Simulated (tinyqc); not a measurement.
Electromigration in a confined line: Blech product, Korhonen stress evolution and Black's law: one step, computed by the program tinyqc. Command: `OMP_NUM_THREADS=1 python tinyqc.py 3027312 3027313 out.jsonl emigr walk`. One thread of a shared host (Intel(R) Xeon(R) Processor @ 2.30GHz), about 0.01 s of CPU time with the checks.

The electron wind pushes atoms from the cathode (x = 0) to the anode (x = L); blocking ends build a back stress (tension positive). The input rho is taken not to change with temperature. d sigma/dt = d/dx [kappa (d sigma/dx + G)], with zero flux at both ends and sigma = 0 at t = 0.

Question. Stress along the line. sigma(x, t) = G L [1/2 - x/L - 4 sum_(m odd) cos(m pi x/L) exp(-m^2 pi^2 s)/(m pi)^2], s = t/tau, summed to m = 399. Steady state: G L (1/2 - x/L). Take x/L = 0, 0.1, 0.2, 0.3, 0.4, 0.6, 0.8 and 1.

Inputs (values chosen for the exercise, close to those used for cobalt lines): critical stress sigma_c = 490 MPa; line length L = 120 um; test temperature T = 330 C; time as a fraction of L^2/kappa, s = 0.28.

Start: stress-free.

stress gradient G = 252.0700 MPa/um

Give: Stress (MPa).

Answer.

Stress (MPa):
```
x/L  at time s  steady state
0.0      14351         15124
0.1      11364         12099
0.2       8449          9075
0.3       5595          6050
0.4       2786          3025
0.6      -2786         -3025
0.8      -8449         -9075
1.0     -14351        -15124
```

Caution: stresses above sigma_c are formal, since a void forms first.
